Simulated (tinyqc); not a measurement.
# MOSFET in saturation, small-signal circuit and noise: what changes with what

Bias by the inversion coefficient IC = I/Ispec (charge-based model with velocity saturation; weak inversion below 0.1, strong above 10). Common-source circuit: gm, gds, Cgs, Cgd and Cj at the inner nodes, Rg in series with the gate; quasi-static, no source or drain resistance, no gate-body capacitance, no substrate network, no induced gate noise, so fmax is an upper estimate.

Values chosen for this exercise: temperature T = 273 K; gate length L = 90 nm; total gate width W = 40 um; gate capacitance Cox = 1.13 uF/cm^2; mobility mu = 440 cm^2/(V s); slope factor n = 1.34; velocity-saturation length Ls = 25 nm; ratio gds/gm sg = 0.064; overlap and fringe capacitance per side Cov = 0.26 fF/um; drain junction capacitance Cj = 0.86 fF/um; sheet resistance of the gate Rsh = 15 ohm; finger width Wf = 1 um; gate contact and vertical resistance Rc = 50 ohm um; inversion coefficient IC = 11; short-channel excess of the noise factor gw = 0.04; oxide trap density Nt = 3.1e17 cm^-3 eV^-1; tunnelling length into the oxide lt = 0.1 nm; Coulomb scattering coefficient ac = 0 V s/C.

Constants: q = 1.602176634e-19 C, kB = 1.380649e-23 J/K, Vt = kB T/q. Results are converted to the units shown.

Each table varies one quantity; the others keep the values above.

## From weak to strong inversion

Ispec = 2 n mu Cox (W/L) Vt^2, lc = Ls/L, gms = [sqrt((lc IC + 1)^2 + 4 IC) - 1]/[2 + lc (lc IC + 1)], gm = gms Ispec/(n Vt), gds = sg gm. qs = [sqrt(1 + 4 IC) - 1]/2, Cgs = Cox W L qs (2 qs + 3)/(3 (qs + 1)^2) + Cov W, Cgd = Cov W, Cd = Cj W, Rg = Rsh (Wf/L)/(12 Nf) + Rc/W with Nf = W/Wf fingers (not rounded) contacted at both ends. fT = gm/(2 pi (Cgs + Cgd)), fmax = fT/(2 sqrt(Rg (gds + 2 pi fT Cgd))). The last column is the figure of merit (gm/I) fT.

Results:
```
IC	I (uA)	gm/I (1/V)	fT (GHz)	fmax (GHz)	(gm/I) fT (THz/V)
0.01	3.2776	31.363	0.77181	40.440	0.024206
0.03	9.8328	30.690	2.1889	67.967	0.067179
0.1	32.776	28.701	6.2076	113.79	0.17816
0.3	98.328	24.846	13.787	167.75	0.34254
1	327.76	18.499	28.085	235.65	0.51956
3	983.28	12.302	48.770	306.58	0.59997
30	9832.8	3.0832	106.55	446.77	0.32852
100	32776	1.0806	121.21	475.11	0.13098
```

Estimate the missing row, IC = 10.

Computed row:
```
IC	I (uA)	gm/I (1/V)	fT (GHz)	fmax (GHz)	(gm/I) fT (THz/V)
10	3277.6	6.6233	79.854	388.66	0.52890
```

With this row back in the table: The efficiency gm/I falls from 31.4 to 1.08 1/V while fT rises from 0.772 to 121 GHz; fT goes as IC^(0.95) at the start and IC^(0.11) at the end (1/2 for a long channel, 0 at full velocity saturation, which sets in near IC = 1/lc^2 = 13.0). Their product goes from 0.0242 through a maximum of 0.600 (at IC = 3 among the rows listed) to 0.131 THz/V. For IC = 0.01 to 30 fmax exceeds 4 fT, where channel resistance and substrate losses, left out here, would cap it.

## Effect of the total gate width on speed and noise

Channel noise Sid = 4 kB T gam n gm with gam = (1/2 + (2/3) qs)/(1 + qs) + gw lc IC, qs = [sqrt(1 + 4 IC) - 1]/2, lc = Ls/L (the last term an empirical rise with velocity saturation); at the gate, white noise Sw = Sid/gm^2 + 4 kB T Rg. Number fluctuation with correlated mobility: S(f) = K/f, K = q^2 Vt lt Nt/(W L Cox^2) (1 + ac mu Cox I/gm)^2, Vt in eV with Nt per eV. Corner fc = K/Sw. IC is held fixed.

The same in every row: fT (GHz) = 82.45; fmax (GHz) = 394.7; fc (MHz) = 58.79.

Effect of the total gate width on speed and noise:
```
W (um)	I (uA)	Rg (ohm)	sqrt(Sw) (nV/Hz^0.5)
2	180.3	31.94	3.722
4.3	387.6	14.86	2.538
9.3	838.2	6.870	1.726
20	1803	3.194	1.177
43	3876	1.486	0.8027
93	8382	0.6870	0.5458
200	1.803e4	0.3194	0.3722
```

What does the table show?

As W goes from 2 to 200 um, fT stays at 82.4 GHz, fmax stays at 395 GHz, the white noise falls from 3.72 to 0.372 nV/Hz^0.5 and the corner stays at 58.8 MHz. Current, gm and capacitances scale with W and Rg with 1/W, so the frequencies stay while both noise powers fall as 1/W. In every row fmax exceeds 4 fT, where channel resistance and substrate losses, left out here, would cap it.

Numbers from tinyqc (`OMP_NUM_THREADS=1 python tinyqc.py 2150124 2150125 out.jsonl`; about 0.01 s on one thread of a shared Intel Xeon 2.30GHz).
